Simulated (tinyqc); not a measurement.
Worked calculation: power iteration on a symmetric matrix. One step of it, computed by the program tinyqc.

Task: Step 1. w = (A - shift) v; v' = w/|w| with its largest component positive (the first on a tie); lambda = v'^T A v'.

A, lower triangle:
```
           1          2         3         4
1   0.674000
2  -0.255000   1.118000
3  -0.193000  -0.485000  2.013000
4  -0.128000   0.291000  0.146000  4.349000
```

vector v at the start: 0.500000  0.500000  0.500000  0.500000

shift = 1.750000

Give: vector after step 1; Rayleigh quotient after step 1.

Result:

vector after step 1: -0.4686  -0.3067  -0.0763  0.8249

Rayleigh quotient after step 1 = 3.0480
